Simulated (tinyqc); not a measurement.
Landau-Devonshire theory of a uniaxial ferroelectric. Changing the misfit strain u_m. Computed by tinyqc, a small Python program. Command: `OMP_NUM_THREADS=1 python tinyqc.py 3025812 3025813 out.jsonl ferro sweep`. One thread of a shared host (Intel(R) Xeon(R) Processor @ 2.30GHz), about 0.01 s of CPU time with the checks.

G(P) = (alpha/2) P^2 + (beta*/4) P^4 + (gamma/6) P^6 - E P per volume, SI units, one domain, P along the polar axis, which is normal to the film.

Inputs (values chosen for the exercise, modelled on lead titanate): alpha_0 = 740000 J m/(C^2 K); Curie-Weiss temperature T0 = 752 K; beta = -2.77e+08 J m^5/C^4; gamma = 1.53e+09 J m^9/C^6; temperature T = 725 K; electrostriction Q12 = -0.026 m^4/C^2; compliance s11 + s12 = 5.5e-12 m^2/N.

Sample: epitaxial film.

Constants: eps_0 = 8.8541878128e-12 F/m.

Method:
- alpha = alpha_0 (T - T0*), with clamping: T0* = T0 + 4 Q12 u_m/(alpha_0 (s11 + s12)), beta* = beta + 4 Q12^2/(s11 + s12).
- Ps^2 = [-beta* + sqrt(beta*^2 - 4 alpha gamma)]/(2 gamma).
- chi = 1/(eps_0 G''), G'' = alpha + 3 beta* P^2 + 5 gamma P^4 at Ps. Ps, chi and the coercive field are for perfect screening, without a depolarising field. The intrinsic coercive field is |alpha P + beta* P^3 + gamma P^5| at the P_c where G'' = 0. 1 C/m^2 = 100 microcoulomb/cm^2.

One run for each value; columns: (1) misfit strain u_m; (2) T0* (K); (3) spontaneous polarisation Ps (microcoulomb/cm^2); (4) susceptibility chi; (5) intrinsic coercive field (MV/m):
```
(1)        (2)     (3)     (4)     (5)
-0.024  1365.3  70.053    67.0  165.55
-0.020  1263.1  66.693    80.6  131.70
-0.016  1160.8  62.795   100.8   99.72
-0.012  1058.6  58.107   134.0   69.92
-0.008   956.4  52.124   198.7   42.85
-0.004   854.2  43.532   375.1   19.43
0.000    752.0  25.287  2152.4    2.16
```

Over the rows, T0* (K) falls from 1370 to 752; spontaneous polarisation Ps (microcoulomb/cm^2) falls from 70.1 to 25.3; susceptibility chi rises from 67.0 to 2150. T0* moves linearly, by 256 K for each per cent of compression, since Q12 < 0. Under tension P would turn into the plane, which this one-component model cannot show. Left out: 0.00400 (T lies above T0*).

Caution (rows -0.0240, -0.0200): the strain shifts T0 by more than 500 K here, which is beyond the range where constant coefficients hold.
